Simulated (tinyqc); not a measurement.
# Changing the thickness t_F

Model: switching kinetics of a ferroelectric film and the memory window of a ferroelectric gate stack. Computed by tinyqc, a small Python program. Command: `OMP_NUM_THREADS=1 python tinyqc.py 3019616 3019617 out.jsonl feswitch sweep`. One thread of a shared host (Intel(R) Xeon(R) Processor @ 2.30GHz), about 0.03 s of CPU time with the checks.

Fields in MV/cm; 1 microcoulomb/cm^2 over eps_0 is 11.29409 MV/cm. In the stack (metal, ferroelectric, interlayer, channel) the channel is taken as a conductor.

Inputs (values chosen for the exercise, for a model film):
```
quantity,value,unit
saturation polarisation P_s,27,microcoulomb/cm^2
ratio P_r/P_s,0.73,-
coercive field E_c,1.6,MV/cm
permittivity of the ferroelectric eps_F,22,-
permittivity of the interlayer eps_I,7.5,-
interlayer thickness t_I,0.87,nm
share s of P screened by trapped charge,0.89,-
pulse height V,5,V
time constant t_inf,1.9e-09,s
activation field E_a,10,MV/cm
Merz exponent alpha,1,-
dimension n,3,-
half width w of log10 t,0.29,-
pulse length t_p,0.0004,s
breakdown field of the interlayer,11,MV/cm
```

Kinetics: nucleation-limited (NLS).

Method:
- Saturated branches: P(E) = P_s tanh[(E -/+ E_c)/(2 delta)], delta = E_c/ln[(1 + P_r/P_s)/(1 - P_r/P_s)]; D = P + eps_0 eps_F E.
- At threshold the channel charge is negligible, so D = 0 on each branch: (1 - s) P(E) + eps_0 eps_F E = 0, with the screened share s. The rising branch has the root E0 between 0 and E_c; window = 2 E0 t_F; its upper bound is 2 E_c t_F.
- Series stack: V = E_F t_F + E_I t_I and eps_I E_I = eps_F E_F + (1 - s) P/eps_0. Before switching P = -P_r, after it P = +P_s; in retention V = 0 and P = +P_r.
- Merz's law: t1 = t_inf exp[(E_a/E)^alpha] at the mean of the fields before and after switching. NLS: switched share = integral of [1 - exp(-(t/tau)^n)] F(z) dz over z = log10 tau, with the Lorentzian F = (1/pi) w/[(z - log10 t1)^2 + w^2].

One run for each value:
```
thickness t_F (nm),memory window (V),depolarising field over E_c,E_F after switching (MV/cm),switching time t1 (s)
4.0,0.575,0.2710,7.037,7.143e-09
7.7,1.106,0.1732,4.498,1.509e-08
11.0,1.581,0.1310,3.402,2.940e-08
15.0,2.156,0.1011,2.627,6.599e-08
19.0,2.730,0.0824,2.139,1.481e-07
23.0,3.305,0.0695,1.805,3.325e-07
26.0,3.736,0.0622,1.615,6.096e-07
30.0,4.311,0.0545,1.416,1.368e-06
```

What does the table show, and why?

Over the rows, memory window (V) rises from 0.575 to 4.31 (exponent d ln y / d ln x about 1.0 throughout); depolarising field over E_c falls from 0.271 to 0.0545 (exponent d ln y / d ln x -0.68 between the first rows and -0.92 between the last); E_F after switching (MV/cm) falls from 7.04 to 1.42 (exponent d ln y / d ln x -0.68 between the first rows and -0.92 between the last). The exponent of memory window stays at 1: the window is a field times the thickness.

Caution (rows 4.00, 7.70, 11.0, 15.0): the interlayer field exceeds its breakdown field, so charge injection would change the fields. Caution (rows 30.0): E_F after switching lies below E_c, so switching stalls before P_s and that state is not reached.

Extremes, crossings and ranges named in words are read from the listed rows.
